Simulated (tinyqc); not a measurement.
# Gated two-dimensional channel with two bands, quantum capacitance, step by step

Computed by the program tinyqc: `OMP_NUM_THREADS=1 python tinyqc.py 2200104 2200105 out.jsonl`, one thread of a shared Intel Xeon 2.30GHz, about 0.01 s for the whole run. Printed values are rounded.

phi is the Fermi level above the lowest band edge, in volts; Vg is counted from the gate voltage at which an empty channel would have phi = 0. The channel has no thickness; trap charge is -q Dit phi.

Parameters, values chosen for the exercise; lowest band close to that of a thin germanium body:
- T = 300 K (temperature)
- eox = 3.9 (relative permittivity of the gate insulator (close to silicon dioxide))
- tox = 0.84 nm (insulator thickness)
- md = 0.0824 m0 (in-plane mass)
- gv = 1 (valley degeneracy)
- m2 = 0.084 m0 (in-plane mass of a second band, chosen freely)
- g2 = 6 (valley degeneracy of that band, chosen freely)
- E2 = 0.31 eV (second band edge above the first)
- Dit = 0 cm^-2 eV^-1 (density of traps)
- Vg = 0.7 V (gate voltage)

Constants: q = 1.602176634e-19 C, kB = 1.380649e-23 J/K, hbar = 1.054571817e-34 J s, m0 = 9.1093837015e-31 kg, Vt = kB T/q, eps0 = 8.8541878128e-14 F/cm where lengths are in cm. Results are converted to the units shown.

## Gate capacitance

Cox = eps0 eox/tox.

Cox = 4.110873 uF/cm^2

## Starting value

phi = Vg.

phi at the start = 0.7 V

## Iteration 1: new phi

D1 = gv md m0 q/(pi hbar^2), D2 = g2 m2 m0 q/(pi hbar^2) per eV; n1 = D1 Vt ln(1 + exp(phi/Vt)), n2 = D2 Vt ln(1 + exp((phi - E2)/Vt)), n = n1 + n2; Cq = q dn/dphi = q [D1/(1 + exp(-phi/Vt)) + D2/(1 + exp((E2 - phi)/Vt))]. Newton: f = phi + q (n + Dit phi)/Cox - Vg, phi(new) = phi - f/(1 + (Cq + q Dit)/Cox).

n1 = 2.409475e13 cm^-2
n2 = 8.210930e13 cm^-2
Cq = 39.24655 uF/cm^2
f = 4.139210 V
phi after iteration 1 = 0.3075466 V

## Iteration 2: new phi

As before.

n1 = 1.058609e13 cm^-2
n2 = 3.520521e12 cm^-2
Cq = 21.58099 uF/cm^2
f = 0.1573395 V
phi after iteration 2 = 0.2823712 V

## Iteration 3: new phi

As before.

n1 = 9.719538e12 cm^-2
n2 = 1.606916e12 cm^-2
Cq = 14.13811 uF/cm^2
f = 0.02380983 V
phi after iteration 3 = 0.2770077 V

## Course of the iteration

Stop when the step is below 1e-10 V, or after 40 iterations.

Course of the iteration:

| iteration | phi before the step (V) | step (V) |
|---|---|---|
| 1 | 0.7 | -0.392 |
| 2 | 0.3075466 | -0.0252 |
| 3 | 0.2823712 | -5.36e-3 |
| 4 | 0.2770077 | -2.03e-4 |
| 5 | 0.2768046 | -2.71e-7 |
| 6 | 0.2768044 | -4.79e-13 |

Converged in 6 iterations.

## Charge and capacitances at the solution

converged phi = 0.2768044 V

D1 = gv md m0 q/(pi hbar^2), D2 = g2 m2 m0 q/(pi hbar^2) per eV; n1 = D1 Vt ln(1 + exp(phi/Vt)), n2 = D2 Vt ln(1 + exp((phi - E2)/Vt)), n = n1 + n2; Cq = q dn/dphi = q [D1/(1 + exp(-phi/Vt)) + D2/(1 + exp((E2 - phi)/Vt))]. 1/C_G = 1/Cox + 1/(Cq + q Dit); dphi/dVg = Cox/(Cox + Cq + q Dit).

n = 1.085837e13 cm^-2
Cq = 12.82977 uF/cm^2
C_G = 3.113315 uF/cm^2
dphi/dVg = 0.2426634

Cq is 3.12 times Cox, so C_G is 75.7 % of Cox; 39.5 % of the gate voltage has gone into phi.
